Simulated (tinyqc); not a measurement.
Scattering rates of a carrier in a spherical band by Fermi's golden rule: one step, computed by the program tinyqc.

All processes here are isotropic or elastic, and the rate listed is the momentum relaxation rate.

Task: Phonon occupation and screening length. Phonon occupation N_q = 1/(exp(hbar w/(k_B T)) - 1). Debye screening by free carriers of density N_I: L_s = sqrt(eps_s eps_0 k_B T/(e^2 N_I)).

Inputs (values chosen for the exercise, modelled on electrons in silicon):
```
quantity,value,unit
static permittivity eps_s,11.7,-
phonon energy hbar w,59.3,meV
ionised impurity density N_I,1.3e+17,1/cm^3
temperature T,77,K
```

Crystal: non-polar. Band: parabolic. Impurity formula: Brooks-Herring. Further scattering: neutral impurities.

Constants: k_B = 8.617333262e-05 eV/K; eps_0 = 8.8541878128e-12 F/m; k_B = 1.380649e-23 J/K; e = 1.602176634e-19 C.

Give: N_q; screening length L_s.

Result:

N_q = 1.3145e-04

screening length L_s = 5.7448 nm

Above the threshold emission is favoured over absorption by (N_q + 1)/N_q = exp(hbar w/k_B T) = 7610, apart from the density of final states.
